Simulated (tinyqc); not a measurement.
Short-channel transistor, virtual-source model with series resistance: course of the iteration: current through the series resistance.

The current per gate width is the charge at the top of the source barrier (the virtual source) times its velocity times a saturation function; al and be are fitting constants of the model. Units: I in uA/um, Rs in ohm um, so I Rs = 1e-6 I Rs in volts; Q in uC/cm^2, so I = 1e-4 Q vx0 Fsat with vx0 in cm/s.

Intrinsic voltages Vg' = Vgs - I Rs, Vd' = Vds - 2 I Rs. n = n0 + nd Vd', VT = VT0 - dl Vd', Ff = 1/(1 + exp((Vg' - VT + al Vt/2)/(al Vt))), Q = Cinv n Vt ln(1 + exp((Vg' - VT + al Vt Ff)/(n Vt))), Vdsat = (vx0 L/mu)(1 - Ff) + Vt Ff, Fsat = u/(1 + u^be)^(1/be) with u = Vd'/Vdsat, and I(out) = Q vx0 Fsat per width. (Fsat takes the sign of u.) I(new) = I(out).

Stop when I changes by less than 1e-7 uA/um, or after 30 iterations.

Values chosen for this exercise: temperature T = 250 K; inversion capacitance Cinv = 2.38 uF/cm^2; velocity at the virtual source vx0 = 1.15e7 cm/s; apparent mobility mu = 890 cm^2/(V s); channel length L = 130 nm; threshold at zero drain voltage VT0 = 0.348 V; drain-induced barrier lowering dl = 0.079 V/V; subthreshold factor n0 = 1.32; growth of n with drain voltage nd = 0.05 1/V; threshold shift (in units of Vt) from weak to strong inversion al = 3.5; sharpness of saturation be = 1.8; series resistance of each contact Rs = 400 ohm um; gate voltage Vgs = 1.2 V; drain voltage Vds = 0.1 V.

Constants: q = 1.602176634e-19 C, kB = 1.380649e-23 J/K, Vt = kB T/q. Results are converted to the units shown.

I at the start = 0 uA/um

Course of the iteration:

| iteration | I (uA/um) | \|change\| (uA/um) |
|---|---|---|
| 1 | 1165.40 | 1170 |
| 2 | -851.973 | 2020 |
| 3 | 3319.38 | 4170 |
| 4 | -4.60841e-9 | 3320 |
| 5 | 1165.40 | 1170 |
| 6 | -851.973 | 2020 |
| 7 | 3319.38 | 4170 |
| 8 | -4.60841e-9 | 3320 |
| 9 | 1165.40 | 1170 |
| ... | ... | ... |
| 22 | -851.973 | 2020 |
| 23 | 3319.38 | 4170 |
| 24 | -4.60841e-9 | 3320 |
| 25 | 1165.40 | 1170 |
| 26 | -851.973 | 2020 |
| 27 | 3319.38 | 4170 |
| 28 | -4.60841e-9 | 3320 |
| 29 | 1165.40 | 1170 |
| 30 | -851.973 | 2020 |

Did this iteration meet its convergence test, and what does its course show?

No. Not converged within 30 iterations. The value swings from side to side without settling. At the solution, 114.1 uA/um, the slope dI(out)/dI is -10.5: its size exceeds one, so plain substitution moves away from the root. A rerun with Newton steps converges in 5 iterations.

tinyqc, about 0.01 s, one thread, Intel Xeon 2.30GHz (shared host): `OMP_NUM_THREADS=1 python tinyqc.py 2380079 2380080 out.jsonl`
